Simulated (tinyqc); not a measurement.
Inside a calculation. Model: low-temperature mobility of a two-dimensional electron gas with static screening. Computed by tinyqc, a small Python program that keeps every step. Command: `OMP_NUM_THREADS=1 python tinyqc.py 3024658 3024659 out.jsonl twodeg walk`. One thread of a shared host (Intel(R) Xeon(R) Processor @ 2.30GHz), about 0.01 s of CPU time with the checks. Intermediate numbers are printed to about 6 digits and carried at full precision; extremes and crossings named in words are read from the listed rows.

One subband is filled, the gas is degenerate and scatters at the Fermi circle; one permittivity serves on both sides of the interface. All formulas are in SI units, masses times m_0. Piezoelectric and polar phonons are left out, and n_s is taken as set by a gate, independent of N_i.

Inputs (values chosen for the exercise, modelled on a strained silicon well): in-plane mass m = 0.187 m_0; mass across the layer m_z = 0.906 m_0; permittivity eps = 11.5; valley degeneracy g_v = 2; sheet density n_s = 6.4e+12 1/cm^2; depletion charge N_d = 3.1e+10 1/cm^2; roughness height Delta = 0.71 nm; correlation length Lambda = 3.4 nm; remote charge density N_i = 3.2e+11 1/cm^2; distance d of the charges from the interface = 7.5 nm; density rho = 2329 kg/m^3; sound velocity v_l = 9300 m/s; deformation potential D_A = 8.7 eV; temperature T = 20 K.

Wave function: ideal sheet. Roughness spectrum: Gaussian.

Constants: m_0 = 9.1093837015e-31 kg; e = 1.602176634e-19 C; eps_0 = 8.8541878128e-12 F/m; hbar = 1.054571817e-34 J s; k_B = 1.380649e-23 J/K.

## Fermi circle, screening and layer thickness

k_F = sqrt(2 pi n_s/g_v); E_F = hbar^2 k_F^2/(2 m); q_TF = g_v m e^2/(2 pi eps eps_0 hbar^2); Fang-Howard parameter b = [12 m_z e^2 (N_d + 11 n_s/32)/(eps eps_0 hbar^2)]^(1/3), mean depth 3/b; effective field F = e (N_d + n_s/2)/(eps eps_0).

k_F = 0.448399 1/nm

E_F = 40.9648 meV

q_TF = 1.22914 1/nm

b = 1.71096 1/nm

mean depth = 1.75340 nm

effective field F = 0.508394 MV/cm

q_TF/(2 k_F) = 1.37: screening is strong for back-scattering.

## The integrands at a few angles

Form factors of a sheet of zero thickness: G(q) = 1, P(q) = exp(-q d). Dielectric function eps(q) = 1 + q_TF G(q)/q, with q = 2 k_F sin(theta/2). Roughness: <|U|^2> = (e F)^2 S(q), S = pi Delta^2 Lambda^2 exp(-q^2 Lambda^2/4). Remote charges: <|U|^2> = N_i [e^2 P(q)/(2 eps eps_0 q)]^2. The last two columns are (m/(pi hbar^3)) <|U|^2>/eps(q)^2.

Integrands (1e9/(s rad)):
```
theta (degrees)  q (1/nm)  G   eps(q)  roughness  remote charges
5                0.039118  1  32.4216      53.19     8.12725e+02
15               0.117056  1  11.5005     408.10     2.24090e+02
30               0.232109  1   6.2956    1212.59     3.38601e+01
60               0.448399  1   3.7412    2244.02     1.00181e+00
90               0.634132  1   2.9383    2034.67     5.00764e-02
135              0.828534  1   2.4835    1252.19     2.22342e-03
180              0.896799  1   2.3706     977.84     7.48114e-04
```

## Interface roughness

1/tau_t = (m/(pi hbar^3)) int_0^pi (1 - cos theta) <|U|^2>/eps(q)^2 dtheta; the quantum rate 1/tau_q drops the factor (1 - cos theta); 200 Gauss-Legendre points in s with theta = pi s^2, s from 0 to 1; mu = e tau_t/m.

tau_t, roughness = 0.223278 ps

tau_q, roughness = 0.223179 ps

roughness mobility = 2100.04 cm^2/(V s)

tau_t/tau_q, roughness = 1.00045

k_F Lambda = 1.52.

## Remote charges

The formulas are those given above.

tau_t, charges = 251.652 ps

tau_q, charges = 4.74778 ps

remote-charge mobility = 2.36690e+06 cm^2/(V s)

tau_t/tau_q, charges = 53.0042

With D = d = 7.50 nm, k_F D = 3.36 and q_TF D = 9.22. When both are large, only small angles survive the factor exp(-2 q D) and tau_t/tau_q tends to (2 k_F D)^2, here 45.2, close to the computed ratio.

## Acoustic phonons

Unscreened deformation potential in equipartition: 1/tau = m D_A^2 k_B T I/(rho v_l^2 hbar^3), I = int |psi|^4 dz = 3 b/16 for the Fang-Howard function (used for both wave-function options); mu = e tau/m. Bloch-Grueneisen temperature T_BG = 2 hbar v_l k_F/k_B.

acoustic mobility = 75787.8 cm^2/(V s)

T_BG = 63.7046 K

Caution: T is below the Bloch-Grueneisen temperature T_BG, so equipartition fails: the acoustic mobility is only a lower bound and the acoustic share of 1/mu is overstated.

## All together

At the Fermi circle the rates add, so 1/mu is the sum; sheet resistance 1/(n_s e mu); mean free path hbar k_F mu/e; the quantum time adds the rates 1/tau_q, with the isotropic acoustic rate e/(m mu).

Mobilities:
```
process           mu (cm^2/(V s))  share of 1/mu (%)
roughness                 2100.04            97.2198
remote charges        2.36690e+06          0.0862583
acoustic phonons          75787.8            2.69391
```

mobility mu = 2041.65 cm^2/(V s)

sheet resistance = 477.670 ohm

mean free path = 60.2577 nm

Dingle ratio tau_t/tau_q = 1.04529

The largest single share of 1/mu (97 %) belongs to roughness: the field presses the gas against the interface, and the rate goes as F^2. The Dingle ratio of 1.05 marks mostly large-angle scattering.

Checks made by the program: angular integral against adaptive quadrature (relative difference below 1e-10).
